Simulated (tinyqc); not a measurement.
# Double-gate transistor, scale length and short-channel effects: a higher permittivity at fixed equivalent oxide thickness

A body of thickness ts between two insulators of thickness ti and two tied gates. Below threshold the potential that source and drain add obeys Laplace's equation and vanishes on the gate. Its lowest mode decays along the channel as exp(-k y); k is the smallest positive root of the matching condition at the interface, and the scale length is Lambda = pi/k.

k is the smallest positive root of f(k) = ei cos(k ti) cos(k ts/2) - eps_r sin(k ti) sin(k ts/2). Along the channel psi(y) = s + a exp(y/l) + b exp(-y/l) with psi(0) = Vbi, psi(L) = Vbi + Vds and l = 1/k = Lambda/pi; with A = Vbi - s, B = A + Vds, x = exp(-L/l): a = (B - A x) x/(1 - x^2), b = (A - B x)/(1 - x^2). The minimum is s + 2 sqrt(a b), at y = (l/2) ln(b/a). The long-channel potential follows the gate as s = sT + (Vg - VTL)/m, and the threshold VT is the gate voltage at which the minimum equals sT. Swing = m Vt ln 10/g at threshold, g = d(minimum)/ds = 1 - (b x + a)/((1 + x) sqrt(a b)). DIBL = [VT(0.05 V) - VT(Vds)]/(Vds - 0.05 V). sT and Vbi are held fixed; m = 1. The equivalent oxide thickness 3.9 ti/ei is held at 1.3 nm, so ti = 1.3 ei/3.9 nm.

Inputs (values chosen for the exercise); permittivities: semiconductor made up, insulator close to that of silicon nitride:
```
symbol  value  unit                                     meaning
T         300     K                                 temperature
eps_r    17.3        relative permittivity of the semiconductor
ts        9.7    nm                              body thickness
L          35    nm                              channel length
Vbi      0.98     V                     potential of the source
sT       0.56     V   potential of the barrier top at threshold
Vds       0.8     V                               drain voltage
```

Constants: q = 1.602176634e-19 C, kB = 1.380649e-23 J/K, Vt = kB T/q. Results are converted to the units shown.

A higher permittivity at fixed equivalent oxide thickness:
```
ei	ti (nm)	Lambda (nm)	L/Lambda	DIBL (mV/V)	swing (mV/decade)
3.9	1.300	19.01	1.841	46.70	67.89
5	1.667	19.08	1.834	47.30	68.00
7.5	2.500	19.32	1.812	49.26	68.33
10	3.333	19.65	1.781	52.12	68.82
15	5.000	20.64	1.696	60.98	70.33
20	6.667	22.05	1.587	74.92	72.68
25	8.333	23.87	1.466	95.00	76.01
35	11.67	28.50	1.228	156.1	85.88
```

What does the table show?

As ei goes from 3.9 to 35, Lambda rises from 19.0 to 28.5 nm, DIBL rises from 46.7 to 156 mV/V and the swing rises from 67.9 to 85.9 mV a decade. The ratio ei/ti is the same in every row, yet the insulator grows from 1.30 to 11.7 nm, and drain fields reach the channel sideways through it. For ei = 25 to 35 L is under 1.5 Lambda, where higher modes, left out of the one-mode potential, count.

tinyqc, about 0.01 s, one thread, Intel Xeon 2.30GHz (shared host): `OMP_NUM_THREADS=1 python tinyqc.py 2420039 2420040 out.jsonl`
